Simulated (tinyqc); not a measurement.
Carrier lifetime from Shockley-Read-Hall, radiative, Auger and surface recombination: one step, computed by the program tinyqc. Command: `OMP_NUM_THREADS=1 python tinyqc.py 3022963 3022964 out.jsonl lifetime walk`. One thread of a shared host (Intel(R) Xeon(R) Processor @ 2.30GHz), about 0.02 s of CPU time with the checks.

Energies are counted from the top of the valence band. Boltzmann statistics, full ionisation, and equal excess densities of electrons and holes.

Task: Lifetimes at the given injection. With n = n_0 + dn, p = p_0 + dn and U/dn = 1/tau: (n p - n_i^2)/dn = n_0 + p_0 + dn = s; 1/tau_SRH = s/[tau_p0 (n + n1) + tau_n0 (p + p1)]; 1/tau_rad = B s; 1/tau_Aug = (C_n n + C_p p) s; the rates add. Radiative efficiency = tau_eff/tau_rad; effective diffusion length = sqrt(D tau_eff).

Inputs (values chosen for the exercise, with bands modelled on germanium):
```
quantity                   value    unit
temperature T                400       K
radiative coefficient B    3e-15  cm^3/s
Auger coefficient C_n    2.9e-30  cm^6/s
Auger coefficient C_p    1.5e-31  cm^6/s
excess density dn        2.9e+15   cm^-3
diffusion coefficient D       27  cm^2/s
```

Doping: n-type. Surface term: none.

n_0 = 1.300000e+18 cm^-3

p_0 = 3.781325e+11 cm^-3

tau_p0 = 6.105331e-08 s

n1 = 8.612260e+14 cm^-3

tau_n0 = 1.308393e-08 s

p1 = 5.707821e+14 cm^-3

Give: tau_SRH at dn; tau_rad at dn; tau_Aug at dn; effective lifetime at dn; radiative efficiency at dn; effective diffusion length at dn.

Result:

tau_SRH at dn = 6.113e-08 s

tau_rad at dn = 2.558e-04 s

tau_Aug at dn = 2.031e-07 s

effective lifetime at dn = 4.698e-08 s

radiative efficiency at dn = 1.836e-04

effective diffusion length at dn = 11.26 micrometre
